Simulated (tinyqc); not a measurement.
Length of a molecular wire: coherent transport through a tight-binding bridge. Computed by the program tinyqc. T = Gamma_L Gamma_R |G_1n|^2 with the self-energies of semi-infinite chains.

A uniform bridge between two chains:

| parameter | value |
|---|---|
| site energy (eV) | 0.220000 |
| hopping in the bridge (eV) | 0.770000 |
| lead hopping (eV) | 2.260000 |
| couplings (eV) | 0.95, 1.05 |
| E (eV) | 0.470000 |

Transmission against length:

| sites | T | ln T |
|---|---|---|
| 2 | 7.7971e-01 | -0.249 |
| 3 | 8.8347e-01 | -0.124 |
| 4 | 8.4956e-01 | -0.163 |
| 5 | 8.0509e-01 | -0.217 |
| 6 | 9.3133e-01 | -0.071 |
| 7 | 7.5318e-01 | -0.283 |
| 8 | 9.8532e-01 | -0.015 |
| 9 | 7.3879e-01 | -0.303 |
| 10 | 9.7585e-01 | -0.024 |

What does the comparison show, and why?

E lies inside the band of the bridge (|E - e|/2h = 0.162 < 1): T does not decay but oscillates with length, between 0.739 and 0.985 here, as levels of the bridge pass E.
